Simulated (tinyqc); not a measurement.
Energy and delay of logic against supply voltage: one step of the calculation.

One expression serves below and above threshold: I(Vg) = Ik [ln(1 + exp((Vg - VT + dd V)/(al nf Vt)))]^al, with I_on = I(V) and I_off = I(0). Gate delay td = kd C V/I_on, clock period LD td. Per gate and cycle the switching energy is act C V^2 and the leakage energy I_off V LD td. No short-circuit current, no variation. Minima are sought above 0.09 V; below a few Vt gates no longer switch and the model has no meaning.

Question. New V. Minimum-energy supply: E(V) is the energy per gate and cycle; with h = 0.001 V, E' = (E(V + h) - E(V - h))/(2 h), E'' = (E(V - h) - 2 E(V) + E(V + h))/h^2, V(new) = V - E'/E''.

Values chosen for this exercise; values of the order met in logic technologies: temperature T = 330 K; threshold voltage at zero drain bias VT = 0.37 V; slope factor nf = 1.33; barrier lowering per volt of supply dd = 0.03; specific current of a gate Ik = 0.91 uA; exponent of the current law al = 1.31; load capacitance of a gate C = 2 fF; delay factor kd = 1.1; logic depth LD = 16; activity factor act = 0.05.

Constants: q = 1.602176634e-19 C, kB = 1.380649e-23 J/K, Vt = kB T/q. Results are converted to the units shown.

V at the start = 0.22 V

Wanted: E'; E''; V after iteration 1.

Answer.

E' = -43.350 aJ/V
E'' = 1510.7 aJ/V^2
V after iteration 1 = 0.24870 V

tinyqc, about 0.01 s, one thread, Intel Xeon 2.30GHz (shared host): `OMP_NUM_THREADS=1 python tinyqc.py 2082127 2082128 out.jsonl`
